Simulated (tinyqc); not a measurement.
Which mechanism rules? Model: leakage currents through a thin dielectric. Computed by tinyqc, a small Python program. Command: `OMP_NUM_THREADS=1 python tinyqc.py 3002949 3002950 out.jsonl leak walk`. One thread of a shared host (Intel(R) Xeon(R) Processor @ 2.30GHz), about 0.01 s of CPU time with the checks.

Electrons leave an electrode with Fermi energy E_F above its band bottom; barriers are counted from the Fermi level, and both electrodes are alike.

Inputs (values chosen for the exercise, modelled on SiO2):

| quantity | value | unit |
|---|---|---|
| barrier height phi_B | 3.32 | eV |
| tunnelling mass m | 0.41 | m_0 |
| optical permittivity k_o | 2.06 | - |
| trap depth phi_t | 1.9 | eV |
| Poole-Frenkel prefactor sigma_0 | 0.00021 | S/cm |
| thickness t | 4.5 | nm |
| electrode Fermi energy E_F | 5.1 | eV |
| electrode mass m_e | 1 | m_0 |
| voltage V | 1.5 | V |
| temperature T | 473 | K |

Stack: single layer.

Constants: e = 1.602176634e-19 C; eps_0 = 8.8541878128e-12 F/m; k_B = 8.617333262e-05 eV/K; m_0 = 9.1093837015e-31 kg; k_B = 1.380649e-23 J/K; h = 6.62607015e-34 J s; hbar = 1.054571817e-34 J s.

Method:
- Field F = V/t; equivalent oxide thickness 3.9 t/k.
- WKB: a layer of mass m, field F and barrier b(x) = b_0 - e F x gives the exponent (4 sqrt(2 m)/(3 hbar e F)) [b_0^(3/2) - max(b_0 - e F t, 0)^(3/2)] for b_0 > 0; b_0 = barrier - (E - E_F); the transmission is D(E) = exp(-sum of exponents), without image force.
- Tsu-Esaki: J = (e m_e k_B T/(2 pi^2 hbar^3)) int D(E) ln[(1 + exp((E_F - E)/k_B T))/(1 + exp((E_F - eV - E)/k_B T))] dE over the normal energy E (its change with the mass at an interface is neglected) from max(0, E_F - 3 eV) to E_F + largest barrier, by 100 Gauss-Legendre points in each part, split at E_F - 0.3 eV (if inside the range) and E_F + 8 k_B T.
- Schottky emission J = A T^2 exp(-(phi_B - sqrt(e^3 F/(4 pi k_o eps_0)))/k_B T), A = 4 pi e m k_B^2/h^3 with the tunnelling mass; Poole-Frenkel J = sigma_0 F exp(-(phi_t - sqrt(e^3 F/(pi k_o eps_0)))/k_B T); both use the field F of the dielectric.

Current densities (A/cm^2):

| V (V) | F (MV/cm) | tunnelling | Schottky | Poole-Frenkel |
|---|---|---|---|---|
| 0.30 | 0.6667 | 4.0480e-15 | 9.2912e-27 | 3.1767e-14 |
| 0.52 | 1.1556 | 1.0837e-14 | 4.9682e-26 | 1.5744e-12 |
| 0.75 | 1.6667 | 2.8922e-14 | 2.0172e-25 | 3.7435e-11 |
| 1.00 | 2.2222 | 8.5568e-14 | 7.3682e-25 | 6.6594e-10 |
| 1.30 | 2.8889 | 3.2894e-13 | 2.8577e-24 | 1.3022e-08 |
| 1.50 | 3.3333 | 8.3363e-13 | 6.4737e-24 | 7.7110e-08 |
| 1.80 | 4.0000 | 3.5577e-12 | 2.0047e-23 | 8.8731e-07 |
| 2.20 | 4.8889 | 2.7971e-11 | 7.8827e-23 | 1.6768e-05 |

What follows from these numbers?

The largest current is Poole-Frenkel from 0.300 to 2.20 V. Over the table tunnelling grows by 3.8 decades, Schottky by 3.9 and Poole-Frenkel by 8.7. A plot of ln(J/F) against sqrt(F) for the Poole-Frenkel column has the slope 12.97 per sqrt(MV/cm), from which k_o follows; reading it as Schottky emission would give about k_o/4.

Extremes, crossings and ranges named in words are read from the listed rows.
